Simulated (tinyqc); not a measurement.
Valence-band offset from core levels (Kraut method), with the dipole against the affinity rule: two steps of the calculation.

Binding energies are counted downwards from the Fermi level. dEv > 0 means that the valence edge of B lies below that of A, dEc > 0 that the conduction edge of B lies above that of A; dEc + dEv = EgB - EgA. The spectra are made-up values treated as data.

Values chosen for this exercise; gaps and affinities close to those of In0.53Ga0.47As (A) and silicon dioxide (B): electron affinity of A chiA = 4.44 eV; electron affinity of B chiB = 0.91 eV; relative permittivity inside the dipole layer ei = 4.5; thickness of the dipole layer dd = 0.27 nm; background counts in the gap bg = 27.

Constants: q = 1.602176634e-19 C, eps0 = 8.8541878128e-14 F/cm where lengths are in cm. Results are converted to the units shown.

Task 1. Valence-band maximum of bare A. Fit a straight line to the leading edge by least squares; the maximum vA lies where it meets the background.

binding energy, point 0 to 5 (eV): [0.53, 0.65, 0.77, 0.89, 1.01, 1.13]
counts on the leading edge, point 0 to 5: [107, 145, 184, 218, 254, 282]

Give: slope; intercept; vA.

Result 1.

slope = 294.29 counts/eV
intercept = -45.924 counts
vA = 0.24780 eV

Task 2. Interface dipole. The affinity rule gives dEc(0) = chiA - chiB; the dipole step is D = dEc - dEc(0), and two sheets of opposite charge dd apart hold N = eps0 ei |D|/(q dd).

dEc = 3.7377994 eV

Give: dEc(0); D; N; field in the dipole layer.

Result 2.

dEc(0) = 3.5300 eV
D = 0.20780 eV
N = 1.9140e13 cm^-2
field in the dipole layer = 7.6963 MV/cm

N is 0.027 elementary charges for each of about 7e14 surface atoms per cm^2.

Numbers from tinyqc (`OMP_NUM_THREADS=1 python tinyqc.py 2410161 2410162 out.jsonl`; about 0.01 s on one thread of a shared Intel Xeon 2.30GHz).
